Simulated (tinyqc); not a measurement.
Worked calculation: tight binding, dimerised chain. One step of it, computed by the program tinyqc.

Task: Open chain of 5 cells. The same hoppings without the wrap-around bond.

H of the open chain (eV), lower triangle:
```
            1          2          3          4          5          6          7          8
1    0.000000
2   -1.080000   0.000000
3    0.000000  -2.340000   0.000000
4    0.000000   0.000000  -1.080000   0.000000
5    0.000000   0.000000   0.000000  -2.340000   0.000000
6    0.000000   0.000000   0.000000   0.000000  -1.080000   0.000000
7    0.000000   0.000000   0.000000   0.000000   0.000000  -2.340000   0.000000
8    0.000000   0.000000   0.000000   0.000000   0.000000   0.000000  -1.080000   0.000000
9    0.000000   0.000000   0.000000   0.000000   0.000000   0.000000   0.000000  -2.340000
10   0.000000   0.000000   0.000000   0.000000   0.000000   0.000000   0.000000   0.000000

            9        10
9    0.000000
10  -1.080000  0.000000
```

Give: levels; weights of the highest filled level on the sites.

Result:

levels (eV): -3.2921  -2.9217  -2.3522  -1.6812  -0.0386  0.0386  1.6812  2.3522  2.9217  3.2921

weights of the highest filled level on the sites: 0.3946  0.0005  0.0838  0.0035  0.0176  0.0176  0.0035  0.0838  0.0005  0.3946

The bulk gap runs from -1.2600 to 1.2600 eV; 2 level(s) of this chain lie inside it: end states, which need the weaker bond inside the cell and a chain longer than their decay length.
